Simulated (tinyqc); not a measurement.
Worked calculation: Hubbard chain of 3 sites. Computed by tinyqc, a small Python program that keeps every step. Settings: hopping = 0.55, U = 11.0, mixing = 0.5, iteration cap = 60. Command: `OMP_NUM_THREADS=1 python tinyqc.py 23124 23125 out.jsonl` (the two numbers bound the seeds that draw the settings). One thread of a shared host (Intel(R) Xeon(R) Processor @ 2.60GHz), about 0.2 s of CPU time with the checks.

one-body matrix (hopping and site energies) (eV):
```
          1         2         3
1   0.00000  -0.55000   0.00000
2  -0.55000   0.00000  -0.55000
3   0.00000  -0.55000   0.00000
```

U = 11.00000 eV

electrons, up and down: 1  1

n(up) at the start (a guess, not normalised): 1 0.38300, 2 0.28300, 3 0.38300

n(down) at the start (a guess): 1 0.28300, 2 0.38300, 3 0.28300

Each step fills the lowest levels of T + U n(other spin) and sets n(new) = n + mixing (n(out) - n); stop when output and input agree to 1e-8.

Course of the cycle:
```
iteration      E (eV)  largest |n(out) - n(in)|  mean |n_up - n_down|
1           1.4798294                  4.06e-01               0.38490
2           0.2461123                  2.68e-01               0.54928
3          -0.1082566                  2.32e-01               0.62526
4          -0.1537433                  1.34e-01               0.64091
5          -0.1618558                  7.30e-02               0.64608
6          -0.1636317                  3.90e-02               0.64823
7          -0.1640636                  2.06e-02               0.64923
8          -0.1641743                  1.09e-02               0.64971
9          -0.1642035                  5.72e-03               0.64996
10         -0.1642113                  3.00e-03               0.65009
11         -0.1642133                  1.57e-03               0.65015
...               ...                       ...                   ...
50         -0.1654101                  4.89e-02               0.65012
51         -0.1683116                  8.79e-02               0.64987
52         -0.1776240                  1.45e-01               0.64896
53         -0.2037325                  1.94e-01               0.64565
54         -0.2637550                  1.85e-01               0.63404
55         -0.3710021                  1.29e-01               0.65503
56         -0.4944232                  1.39e-01               0.66167
57         -0.5706761                  1.91e-01               0.66287
58         -0.6003621                  1.81e-01               0.66271
59         -0.6110951                  1.40e-01               0.66209
60         -0.6156175                  9.83e-02               0.66131
```

Can the last value be used, and what does the course show?

Not by the stop rule. Not converged within 60 iterations: the residual wanders without falling. The lowest mean-field energy found from random starts is -0.62020 eV. Reruns (cap 100 unless said): mixing 0.2: not converged; mixing 0.9: converged in 12 to a higher stationary point (E = -0.16421); the original settings with a cap of 400: converged in 115 (E = -0.62020).
